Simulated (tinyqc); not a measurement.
Changing the density rho_2: longitudinal sound in a periodic multilayer: transfer matrices, stop bands and folded phonons. Computed by tinyqc, a small Python program. Command: `OMP_NUM_THREADS=1 python tinyqc.py 3017052 3017053 out.jsonl multilayer sweep`. One thread of a shared host (Intel(R) Xeon(R) Processor @ 2.30GHz), about 0.01 s of CPU time with the checks.

Layers 1 and 2 repeat with period d = d_1 + d_2; waves travel normal to the layers, without loss. State vector (u, s): displacement u and stress divided by omega. Impedances Z = rho v are in 1e6 kg/(m^2 s).

Inputs (values chosen for the exercise, modelled on gallium arsenide (layer 1), aluminium arsenide (layer 2) and gallium arsenide (substrate)):

| quantity | value | unit |
|---|---|---|
| density rho_1 | 5.26 | g/cm^3 |
| velocity v_1 | 4780 | m/s |
| thickness d_1 | 13.6 | nm |
| velocity v_2 | 5580 | m/s |
| thickness d_2 | 16.2 | nm |
| substrate density | 5.36 | g/cm^3 |
| substrate velocity | 4780 | m/s |
| periods N | 4 | - |

Method:
- Z = rho v; interface reflection r = (Z_2 - Z_1)/(Z_2 + Z_1) (stress amplitude, from 1 into 2); Bragg frequency f_B = 1/[2 (d_1/v_1 + d_2/v_2)]; long-wave velocity v_eff = d/sqrt[(d_1/v_1)^2 + (d_2/v_2)^2 + (Z_1/Z_2 + Z_2/Z_1)(d_1/v_1)(d_2/v_2)].
- A layer maps (u, s) by [[cos p, sin p/Z], [-Z sin p, cos p]], p = 2 pi f d_i/v_i; one period is M = M_2 M_1, and cos(q d) = trace(M)/2.
- For N periods A = M^N. A wave comes from a thick layer of material 1 and leaves into the substrate (Z_s): transmitted power T = 4 Z_1 Z_s/|Z_1 A_22 + Z_s A_11 - i (Z_1 Z_s A_12 - A_21)|^2, reflected power R = 1 - T.
- Gap m contains m f_B; its edges, where trace(M)/2 = (-1)^m, are found by root search. Weak-contrast estimate of the width: (4 f_B/pi) |r sin(m pi a)|, a = (d_1/v_1)/(d_1/v_1 + d_2/v_2).

One run for each value:

| density rho_2 (g/cm^3) | width/f_B (%) | transmitted power at f_B | interface reflection r | long-wave velocity v_eff (m/s) |
|---|---|---|---|---|
| 4.96 | 6.1 | 8.718e-01 | 0.0480 | 5178 |
| 6.97 | 27.6 | 1.170e-01 | 0.2147 | 5063 |
| 9.81 | 48.3 | 8.048e-03 | 0.3705 | 4815 |
| 13.80 | 67.8 | 5.269e-04 | 0.5077 | 4466 |
| 19.40 | 85.6 | 3.456e-05 | 0.6230 | 4055 |
| 27.30 | 101.7 | 2.248e-06 | 0.7167 | 3616 |
| 38.40 | 115.9 | 1.467e-07 | 0.7900 | 3179 |
| 54.10 | 128.4 | 9.453e-09 | 0.8462 | 2762 |

What does the table show, and why?

Over the rows, width/f_B (%) rises from 6.11 to 128 (exponent d ln y / d ln x 4.4 between the first rows and 0.30 between the last); transmitted power at f_B falls from 0.872 to 9.45e-9 (exponent d ln y / d ln x -5.9 between the first rows and -8.0 between the last); interface reflection r rises from 0.0480 to 0.846 (exponent d ln y / d ln x 4.4 between the first rows and 0.20 between the last). Contrast widens the gap and deepens it; it also slows long waves, since the soft layer sets the stiffness and the heavy one the mass.

Caution (rows 38.4, 54.1): so small a transmitted power at f_B holds only for perfect layers and strictly normal incidence.
